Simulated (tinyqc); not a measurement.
Haynes-Shockley experiment: drift, diffusion and decay of a minority-carrier pulse: one step, computed by the program tinyqc. Command: `OMP_NUM_THREADS=1 python tinyqc.py 3110194 3110195 out.jsonl haynes walk`. One thread of a shared host (Intel(R) Xeon(R) Processor @ 2.30GHz), about 0.01 s of CPU time with the checks.

A thin sheet of excess carriers is made at x = 0, t = 0 in a long uniform bar; injection is low, so the pulse moves with the minority mobility.

Question. Simple reading of the pulse. With w the full width at half maximum: mu = d/(F t_p); D = (w d)^2/(16 ln2 t_p^3); Einstein ratio D/mu against k_B T/e.

Inputs (values chosen for the exercise, modelled on electrons in p-type silicon in a lightly doped bar):
```
quantity                     value        unit
minority mobility mu          1240  cm^2/(V s)
temperature T                  300           K
field F                        8.9        V/cm
distance d to the collector   0.33          cm
```

time of the peak t_p = 29.53024 microsecond

width at half maximum = 9.237284 microsecond

D = 32.05648 cm^2/s

Constants: k_B = 8.617333262e-05 eV/K.

Give: apparent mobility; apparent D; apparent D/mu; error of mu; error of D.

Answer.

apparent mobility = 1256 cm^2/(V s)

apparent D = 32.54 cm^2/s

apparent D/mu = 25.91 mV

error of mu = 1.259 %

error of D = 1.497 %
